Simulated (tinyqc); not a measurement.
# Fermi velocity from one capacitance

Inverse problem. At zero temperature and without traps graphene has Cq = 2 q^3 phi/(pi hbar^2 vF^2), charge Cq phi/2, 1/C_G = 1/Cox + 1/Cq and Vg = phi + Cq phi/(2 Cox). Find Cq, phi, vF and n.

Constants: q = 1.602176634e-19 C, hbar = 1.054571817e-34 J s. Results are converted to the units shown.

Vg = 0.32188724 V
C_G = 2.0396531 uF/cm^2
Cox = 3.7130465 uF/cm^2

Solution. The series relation gives Cq, the voltage relation phi = Vg/(1 + Cq/(2 Cox)), and the formula for Cq then vF.

Cq = 4.53 uF/cm^2
phi = 0.200 V
vF = 1.02e6 m/s
n = 2.82e12 cm^-2

Numbers from tinyqc (`OMP_NUM_THREADS=1 python tinyqc.py 2200067 2200068 out.jsonl`; about 0.03 s on one thread of a shared Intel Xeon 2.30GHz).
